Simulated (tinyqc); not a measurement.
# Free and trapped electrons in a MOS channel with a dense trap tail: what changes with what

p-type body, charge-sheet picture, full ionisation (an idealisation for deep acceptors), Boltzmann statistics for free electrons. e = Ec - EF at the surface. Acceptor-like traps of density D(E) = D0 + De exp(-E/Ew) at depth E below Ec, from 0 to Eu, hold n_t = integral of D(E)/(1 + exp((e - E)/Vt)). psi = Eg - Vt ln(Nv/Na) - e; N_dep = sqrt(2 eps0 eps_r Na (psi - Vt)/q); n_f = sqrt(N_dep^2 + 2 eps0 eps_r Vt Nc exp(-e/Vt)/q) - N_dep; Vg = Vfb + psi + q (N_dep + n_t + n_f)/Cox, Cox = eps0 eox/tox.

Parameters, values chosen for the exercise; band and dielectric values close to those of silicon: temperature T = 300 K; band gap Eg = 1.12 eV; relative permittivity eps_r = 11.5; conduction-band density of states at T Nc = 2.77e19 cm^-3; valence-band density of states at T Nv = 2.6e19 cm^-3; relative permittivity of the insulator eox = 3.9; insulator thickness tox = 26 nm; acceptor density Na = 1.2e16 cm^-3; flat-band voltage without trapped charge Vfb = -0.75 V; constant background density of acceptor-like traps D0 = 2.5e11 cm^-2 eV^-1; density of the tail at the conduction edge De = 1.6e13 cm^-2 eV^-1; decay energy of the tail Ew = 0.08 eV; depth below Ec down to which the traps reach Eu = 0.89 eV; mobility of free electrons mf = 250 cm^2/(V s).

Constants: q = 1.602176634e-19 C, kB = 1.380649e-23 J/K, Vt = kB T/q, eps0 = 8.8541878128e-14 F/cm where lengths are in cm. Results are converted to the units shown.

Each table varies one quantity; the others keep the values above.

## Free and trapped charge against gate voltage

Free share n_f/(n_f + n_t); swing ln 10 n_f/(dn_f/dVg); field-effect mobility mf q (dn_f/dVg)/Cox, for a constant mf; oxide field q (N_dep + n_t + n_f)/(eps0 eox).

Results:
columns A: Vg (V); B: e (eV); C: n_f (cm^-2); D: n_t (cm^-2); E: free share (%); F: swing (mV/decade); G: field-effect mobility (cm^2/(V s)); H: oxide field (MV/cm)
```
A          B         C         D         E      F         G       H
0.2   0.4358   8.204e5  1.201e11  6.830e-4  107.1  0.005320  0.1786
0.8   0.1830  1.145e10  3.316e11     3.339  272.2     29.23  0.3121
1.3   0.1144  1.325e11  5.526e11     19.34  841.0     109.4  0.4781
2.4  0.05941  6.637e11  8.758e11     43.11   2720     169.5  0.8800
2.9  0.04488  9.566e11  9.823e11     49.34   3623     183.4   1.067
3.5  0.03092  1.335e12  1.087e12     55.13   4712     196.8   1.292
4    0.02122  1.669e12  1.157e12     59.07   5627     206.0   1.481
4.6  0.01123  2.089e12  1.225e12     63.04   6742     215.1   1.708
```

Estimate the missing row, Vg = 1.9 V.

Computed row:
columns A: Vg (V); B: e (eV); C: n_f (cm^-2); D: n_t (cm^-2); E: free share (%); F: swing (mV/decade); G: field-effect mobility (cm^2/(V s)); H: oxide field (MV/cm)
```
A          B         C         D      E     F      G       H
1.9  0.07842  3.972e11  7.476e11  34.70  1830  150.8  0.6950
```

With this row back in the table: n_f reaches 1e11 cm^-2 at Vg = 1.21 V, against 0.583 V without traps. The free share rises from 6.83e-4 to 63.0 % and the field-effect mobility rises from 0.00532 to 215 cm^2/(V s), although mf = 250 is constant: in the last row 86.0 % of Cox dVg goes into free electrons. The swing in the first row is 107 mV a decade (Vt ln 10 = 59.5). For Vg = 2.9, 3.5, 4, 4.6 EF lies less than 2 Vt below the band edge, or above it, where degeneracy and confinement, left out, matter.

## Effect of the density of the tail at the conduction edge

VT is the Vg for n_f = 1e11 cm^-2; swing ln 10 n_f/(dn_f/dVg) at n_f = 1e8 cm^-2; the last three columns are for Vg = VT + 2.1 V, with free share n_f/(n_f + n_t) and field-effect mobility mf q (dn_f/dVg)/Cox; there EF is near the band edge, where Boltzmann statistics are rough.

Effect of the density of the tail at the conduction edge:
columns A: De (cm^-2 eV^-1); B: e at VT (eV); C: VT (V); D: q n_t/Cox at VT (V); E: swing (mV/decade); F: n_f (cm^-2); G: free share (%); H: field-effect mobility (cm^2/(V s))
```
A          B       C       D      E         F      G      H
1e12  0.1228  0.8391  0.2557  100.1  1.673e12  85.94  239.6
2e12  0.1228  0.8636  0.2802  101.9  1.636e12  83.15  236.8
5e12  0.1228  0.9369  0.3535  107.5  1.531e12  75.37  227.8
1e13  0.1228   1.059  0.4757  116.8  1.373e12  64.23  212.1
2e13  0.1228   1.304  0.7201  135.3  1.115e12  47.47  180.1
4e13  0.1228   1.792   1.209  172.5  7.795e11  28.14  127.2
9e13  0.1228   3.014   2.431  265.3  4.324e11  11.36  62.15
2e14  0.1228   5.703   5.119  469.4  2.419e11  3.995  24.86
```

As De goes from 1e12 to 2e14, VT rises from 0.839 to 5.70 V, its part due to traps rises from 0.256 to 5.12 V, the swing rises from 100 to 469 mV/decade and the field-effect mobility falls from 240 to 24.9 cm^2/(V s).

tinyqc, about 0.02 s, one thread, Intel Xeon 2.30GHz (shared host): `OMP_NUM_THREADS=1 python tinyqc.py 2222070 2222071 out.jsonl`
